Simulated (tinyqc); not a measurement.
# CMOS latch-up, two-transistor model: effect of the temperature

A parasitic pnp (emitter at Vdd, base shunted by Rw) and npn (emitter at ground, base shunted by Rs) feed each other: the npn collector current flows out of the pnp base node, the pnp collector current into the npn base node. Forward-active transistors with constant gains: Icn = Isn exp(Vn/Vt), Icp = Isp (exp(Vp/Vt) - 1). A current Ii is injected into the npn base node.

Isn, Isp and Von are given at 293 K; the currents scale as T^3 exp(-1.12 V/Vt), Von falls by 1.5 mV/K, gains and resistances are fixed. Node equations: Vp/Rw + Icp/bp = Icn and Vn/Rs + Icn/bn = Icp + Ii. Loop gain G = gn gp/[(1/Rw + gp/bp)(1/Rs + gn/bn)], gn = Icn/Vt, gp = (Icp + Isp)/Vt; the off state ends where G = 1, and Ii there is the trigger current. On state with both base-emitter voltages at Von: npn base current Ib = (Von/Rs + bp Von/Rw)/(bn bp - 1), holding current Ih = (bn + 1) Ib + Von/Rs, holding voltage Vh = Vsat + Von + R2 (Ib + Von/Rs).

Values chosen for this exercise; values close to those of bulk CMOS: current gain of the npn bn = 1.2; current gain of the pnp bp = 1.7; saturation current of the npn at the reference temperature Isn = 2.6e-15 A; saturation current of the pnp at the reference temperature Isp = 6.3e-16 A; substrate resistance shunting the npn Rs = 63 ohm; well resistance shunting the pnp Rw = 630 ohm; resistance from the pnp collector to the npn base R2 = 80 ohm; base-emitter voltage in the on state Von = 0.71 V; saturation voltage Vsat = 0.16 V; supply voltage Vdd = 3.3 V.

Constants: q = 1.602176634e-19 C, kB = 1.380649e-23 J/K, Vt = kB T/q. Results are converted to the units shown.

Effect of the temperature:

| T (K) | Vn at trigger (V) | trigger current (mA) | Ih (mA) | Vh (V) |
|---|---|---|---|---|
| 233 | 0.7834 | 13.39 | 44.13 | 3.119 |
| 263 | 0.7307 | 12.48 | 41.64 | 2.952 |
| 293 | 0.6769 | 11.54 | 39.16 | 2.786 |
| 323 | 0.6222 | 10.59 | 36.68 | 2.619 |
| 353 | 0.5667 | 9.613 | 34.20 | 2.453 |
| 383 | 0.5107 | 8.623 | 31.72 | 2.287 |
| 413 | 0.4544 | 7.618 | 29.23 | 2.120 |
| 443 | 0.3979 | 6.601 | 26.75 | 1.954 |

What does the comparison show?

As T goes from 233 to 443 K, the trigger current falls from 13.4 to 6.60 mA, Ih falls from 44.1 to 26.8 mA and Vh falls from 3.12 to 1.95 V. Vh exceeds the supply Vdd = 3.3 V, which then cannot sustain a latched state, in 0 of the 8 rows.

Numbers from tinyqc (`OMP_NUM_THREADS=1 python tinyqc.py 2670010 2670011 out.jsonl`; about 0.04 s on one thread of a shared Intel Xeon 2.30GHz).
